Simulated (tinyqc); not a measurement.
## Delay unit and parasitic delay from two ring oscillators

Problem. A ring of 31 inverters oscillates at 1/(2 x 31 d), with stage delay d = tau (h + p) for fan-out h. Find tau, p and the delay at fan-out 4.

frequencies of 31-stage ring oscillators with fan-out 1 and 6 (GHz): [0.96703793, 0.30103385]

Answer. d is a straight line in h with slope tau and intercept tau p.

tau = 7.380 ps
p = 1.260
delay at fan-out 4 = 38.82 ps

Program tinyqc, `OMP_NUM_THREADS=1 python tinyqc.py 2082004 2082005 out.jsonl`; Intel Xeon 2.30GHz, shared host, one thread, about 0.01 s.
